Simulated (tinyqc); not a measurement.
Configuration-coordinate model of a defect: Huang-Rhys factor and luminescence line shape. Changing the ground-state phonon hbar omega_g. Computed by tinyqc, a small Python program. Command: `OMP_NUM_THREADS=1 python tinyqc.py 3025077 3025078 out.jsonl ccline sweep`. One thread of a shared host (Intel(R) Xeon(R) Processor @ 2.30GHz), about 0.04 s of CPU time with the checks.

Ground state E_g(Q) = (1/2) omega_g^2 Q^2; excited state E_e(Q) = E_0 + (1/2) omega_e^2 (Q - dQ)^2 with omega_e = omega_g and E_0 = E_ZPL. Q is mass-weighted; the dipole does not depend on Q (Condon approximation).

Inputs (values chosen for the exercise, for a model defect): zero-phonon energy E_ZPL = 0.851 eV; displacement dQ = 1.07 u^(1/2) angstrom; temperature T = 20 K.

Modes: equal frequencies in both states.

Constants: hbar^2/u = 4.18015928e-03 eV angstrom^2; k_B = 8.617333262e-05 eV/K.

Method:
- S = hbar omega dQ^2/(2 hbar^2/u) for each state; relaxation energy S hbar omega; absorption at E_0 + S_e hbar omega_e, emission at E_0 - S_g hbar omega_g; the Stokes shift is their difference.
- Overlaps <m_e|n_g> of harmonic-oscillator functions (Hermite recursion, positive leading coefficients) by a sum over an even grid (700 points from x = -9 to 9 + d for the small table, 1500 points from -16 to 16 + d for the thermal sums), with x = Q sqrt(omega_g/hbar), d = sqrt(2 S_g) and frequency ratio omega_e/omega_g.
- Initial levels m = 0..24 carry Boltzmann weights exp(-m hbar omega_e/k_B T), normalised; final levels n = 0..79; a line lies at E_ZPL + m hbar omega_e - n hbar omega_g with weight w_m <m|n>^2. Moments are taken over these weights without the E^3 factor; FWHM = 2 sqrt(2 ln 2) x standard deviation; the zero-phonon weight is the sum of w_m <m|m>^2.

One run for each value:
```
ground-state phonon hbar omega_g (meV)     S_g  Stokes shift (eV)  FWHM from the second moment (eV)  zero-phonon weight
2.6                                     0.3561           0.001851                          0.004575             0.59892
3.2                                     0.4382           0.002805                          0.005839             0.57192
3.9                                     0.5341           0.004166                          0.007450             0.53714
4.7                                     0.6436           0.006050                          0.009480             0.49512
5.6                                     0.7669           0.008589                          0.012005             0.44742
6.8                                     0.9312           0.012665                          0.015754             0.38651
8.2                                     1.1229           0.018416                          0.020639             0.32258
9.9                                     1.3558           0.026844                          0.027232             0.25703
```

What does the table show, and why?

Over the rows, S_g rises from 0.356 to 1.36 (exponent d ln y / d ln x about 1.00 throughout); Stokes shift (eV) rises from 0.00185 to 0.0268 (exponent d ln y / d ln x about 2.0 throughout); FWHM from the second moment (eV) rises from 0.00457 to 0.0272 (exponent d ln y / d ln x 1.2 between the first rows and 1.5 between the last). The exponent of S_g stays at 1: S goes as omega at fixed dQ.

Caution (all rows): for small S the spectrum is a set of resolved lines, and a Gaussian width has little meaning.
